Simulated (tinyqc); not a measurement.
Width and zero-phonon weight against temperature: configuration-coordinate model of a defect: Huang-Rhys factor and luminescence line shape. Computed by tinyqc, a small Python program. Command: `OMP_NUM_THREADS=1 python tinyqc.py 3017176 3017177 out.jsonl ccline walk`. One thread of a shared host (Intel(R) Xeon(R) Processor @ 2.30GHz), about 0.02 s of CPU time with the checks.

Ground state E_g(Q) = (1/2) omega_g^2 Q^2; excited state E_e(Q) = E_0 + (1/2) omega_e^2 (Q - dQ)^2 with omega_e = omega_g and E_0 = E_ZPL. Q is mass-weighted; the dipole does not depend on Q (Condon approximation).

Inputs (values chosen for the exercise, for a model defect): zero-phonon energy E_ZPL = 1.22 eV; displacement dQ = 0.764 u^(1/2) angstrom; ground-state phonon hbar omega_g = 14.1 meV.

Modes: equal frequencies in both states.

Constants: hbar^2/u = 4.18015928e-03 eV angstrom^2; k_B = 8.617333262e-05 eV/K.

Method:
- S = hbar omega dQ^2/(2 hbar^2/u) for each state; relaxation energy S hbar omega; absorption at E_0 + S_e hbar omega_e, emission at E_0 - S_g hbar omega_g; the Stokes shift is their difference.
- Overlaps <m_e|n_g> of harmonic-oscillator functions (Hermite recursion, positive leading coefficients) by a sum over an even grid (700 points from x = -9 to 9 + d for the small table, 1500 points from -16 to 16 + d for the thermal sums), with x = Q sqrt(omega_g/hbar), d = sqrt(2 S_g) and frequency ratio omega_e/omega_g.
- Initial levels m = 0..24 carry Boltzmann weights exp(-m hbar omega_e/k_B T), normalised; final levels n = 0..79; a line lies at E_ZPL + m hbar omega_e - n hbar omega_g with weight w_m <m|n>^2. Moments are taken over these weights without the E^3 factor; FWHM = 2 sqrt(2 ln 2) x standard deviation; the zero-phonon weight is the sum of w_m <m|m>^2.
- For comparison: FWHM(0) sqrt(coth(hbar omega_e/2 k_B T)) with FWHM(0) from the first row, and exp(-S_g coth(hbar omega_e/2 k_B T)).

S_g = 0.984426

Against temperature:
```
T (K)  mean energy (eV)  FWHM (eV)  coth law (eV)  zero-phonon weight  exp(-S coth)
8.2              1.2061   0.032943       0.032943             0.37365       0.37365
25.0             1.2061   0.032991       0.032991             0.37312       0.37260
49.0             1.2061   0.034133       0.034133             0.36052       0.34756
82.0             1.2061   0.037773       0.037773             0.32466       0.27411
130.0            1.2061   0.044118       0.044118             0.27607       0.17110
200.0            1.2061   0.052910       0.052910             0.23018       0.07892
280.0            1.2061   0.061801       0.061801             0.19887       0.03129
```

What does the comparison show, and why?

The width grows by a factor 1.88, flat while k_B T is well below hbar omega and as sqrt(T) above; for equal frequencies the coth law is exact. The mean energy stays fixed, as it must for equal frequencies. The zero-phonon weight goes from 0.374 to 0.199; the single exponential assumes equal frequencies, leaves out lines that absorb and emit the same number of phonons, and falls to 0.0313.
